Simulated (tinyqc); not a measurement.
Moment against band filling: Stoner model of a band ferromagnet.

Density of states per atom and spin: flat with a rise to the top, D(e) = (M/W) [1 - sp + 4 sp (e/W + 1/2)^3]. Levels e -/+ I m/2 for up and down spin, m = n_up - n_down, n_up + n_down = nd. At zero temperature e(N) is the energy below which N states lie, and E(m) = sum over spins of integral e D de - I m^2/4.

Inputs chosen for the exercise: W = 5.7 eV (band width, e from -W/2 to W/2); M = 5 (states per atom and spin); sp = 0.25 (shape parameter); I = 0.78 eV (Stoner parameter).

Rigid band, I fixed: a Slater-Pauling curve.

Results:

| nd | I D(EF) | m (muB) | m_max |
|---|---|---|---|
| 3.0 | 0.554 | 0.000 | 3.0 |
| 4.0 | 0.604 | 0.000 | 4.0 |
| 5.0 | 0.675 | 0.000 | 5.0 |
| 6.0 | 0.762 | 0.000 | 4.0 |
| 6.5 | 0.810 | 0.000 | 3.5 |
| 7.0 | 0.861 | 0.000 | 3.0 |
| 7.5 | 0.914 | 0.000 | 2.5 |
| 8.0 | 0.968 | 0.000 | 2.0 |
| 8.5 | 1.024 | 1.500 | 1.5 |
| 9.0 | 1.081 | 1.000 | 1.0 |
| 9.5 | 1.139 | 0.500 | 0.5 |

Magnetic fillings among those listed: 8.5, 9.0 and 9.5; the largest moment is 1.50 at nd = 8.5. At 8.5, 9.0 and 9.5 the moment is saturated and follows m_max, changing by one per electron.

tinyqc: `OMP_NUM_THREADS=1 python tinyqc.py 1652146 1652147 out.jsonl`; about 0.1 s, one thread, shared Intel(R) Xeon(R) Processor @ 2.30GHz.
